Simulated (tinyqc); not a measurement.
Pump-down curve: gas flow in a process chamber: flow regimes, conductance, effective pumping speed, pump-down, outgassing and purge. Computed by tinyqc, a small Python program. Command: `OMP_NUM_THREADS=1 python tinyqc.py 3121017 3121018 out.jsonl pump walk`. One thread of a shared host (Intel(R) Xeon(R) Processor @ 2.30GHz), about 0.08 s of CPU time with the checks.

Ideal gas, isothermal flow, a pump of constant speed at the end of a round pipe; process gas, volume gas and outgassing are given the same properties. 1 sccm = 101325 Pa x 1e-6 m^3/60 s x T/273.15 K.

Inputs (values chosen for the exercise, modelled on nitrogen near room temperature):
```
quantity                     value            unit
molar mass M                 28.01           g/mol
molecular diameter            0.37              nm
viscosity eta                 17.8   micropascal s
temperature T                  300               K
chamber volume V               150               L
wall area                     0.59             m^2
pipe diameter d                 10              cm
pipe length l                   53              cm
pump speed S                   740             L/s
outgassing rate after 1 h  1.4e-06  Pa m^3/(s m^2)
outgassing exponent n          1.2               -
starting pressure p0           830              Pa
```

Constants: k_B = 1.380649e-23 J/K; u = 1.6605390666e-27 kg.

Method:
- Mean speed c = sqrt(8 k_B T/(pi m)); aperture conductance C_a = c pi d^2/16; molecular pipe C_m = C_a/(1 + 3 l/(4 d)) (Dushman form); viscous pipe C_v = pi d^4 p_mean/(128 eta l); Knudsen interpolation C = C_v + C_m (1 + x)/(1 + 1.24 x), x = d p_mean sqrt(m/(k_B T))/eta.
- Effective speed 1/S_eff = 1/S + 1/C_m; time constant V/S_eff; pressure at which the free path k_B T/(sqrt2 pi d_m^2 p) equals d.
- Pump-down: V dp/dt = -S_eff(p) p + q(t) A, with S_eff = S p_2/p, where p_2 solves C((p + p_2)/2) (p - p_2) = S p_2 at each moment, and q(t) = q_1 (1 h/(t + 10 s))^n; integrated adaptively. At long times p = q(t) A/S_eff.
- S_eff(p) is tabulated at 260 pressures and interpolated in ln p. Comparison columns: p0 exp(-t/time constant) with the molecular S_eff (0 below 1e-26 p0), and the outgassing limit.

time constant = 1.00081 s

S_eff in molecular flow = 149.878 L/s

Pressure against time:
```
t (s)       p (Pa)  S_eff (L/s)  volume gas only (Pa)  outgassing limit (Pa)
0.3     1.9113e+02       729.10            6.1503e+02             6.2144e-03
1       8.4544e+00       544.38            3.0559e+02             5.7429e-03
3       2.7255e-01       158.78            4.1424e+01             4.6997e-03
10      3.2800e-03       149.19            3.7990e-02             2.8027e-03
30      1.2612e-03       149.60            7.9586e-11             1.2199e-03
100     3.6660e-04       149.80                     0             3.6235e-04
300     1.0494e-04       149.85                     0             1.0451e-04
1000    2.5360e-05       149.87                     0             2.5329e-05
3600    5.4947e-06       149.88                     0             5.4928e-06
20000   7.0361e-07       149.88                     0             7.0357e-07
100000  1.0204e-07       149.88                     0             1.0204e-07
```

What follows from these numbers?

From t = 10 s on the pressure is within 20 % of the outgassing limit, which falls only as (t + 10 s)^-1.2: walls, not volume, set the time to base pressure. Early on viscous flow raises S_eff to 729 L/s, 4.9 times its molecular value.
